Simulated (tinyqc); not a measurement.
From results back to parameters: hole subbands of a hard-walled well, four-band Luttinger model. Three cases, with inputs chosen for the exercise.

Problem. At k = 0 in a hard-walled well HHn = c (g1 - 2 g2)(n pi/L)^2 - Z0 and LHn = c (g1 + 2 g2)(n pi/L)^2 + Z0, c = hbar^2/2m0. Two spacings were computed from hidden g1 and g2.

Constants: hbar^2/2m0 = 3.80998211 eV angstrom^2.

Case 1.

Values chosen (out of a larger set: near those of InP; not measured data): L = 125 angstrom (well width along [001]); Z0 = 0.0166 eV (shear strain energy).

HH2 - HH1 = 13.068 meV
LH1 - HH1 = 48.602 meV

Case 2.

Values chosen (out of a larger set: near those of GaAs; not measured data): L = 80 angstrom (well width along [001]); Z0 = 0.0293 eV (shear strain energy).

HH2 - HH1 = 51.469 meV
LH1 - HH1 = 106.309 meV

Case 3.

Values chosen (out of a larger set: near those of AlAs; not measured data): L = 125 angstrom (well width along [001]); Z0 = -0.0433 eV (shear strain energy).

HH2 - HH1 = 15.378 meV
LH1 - HH1 = -78.706 meV

Find: u = c (pi/L)^2; g2; g1.
Solution. HH2 - HH1 = 3u (g1 - 2 g2) and LH1 - HH1 = 4 u g2 + 2 Z0.

Case 1.

u = c (pi/L)^2 = 2.407 meV
g2 = 1.60
g1 = 5.01

Case 2.

u = c (pi/L)^2 = 5.875 meV
g2 = 2.03
g1 = 6.98

Case 3.

u = c (pi/L)^2 = 2.407 meV
g2 = 0.82
g1 = 3.77

Computed by tinyqc, one run a case: `OMP_NUM_THREADS=1 python tinyqc.py N N+1 out.jsonl` with N = 1282114, 1282129, 1282155; one thread of a shared Intel(R) Xeon(R) Processor @ 2.30GHz, about 0.2 s a run at most.
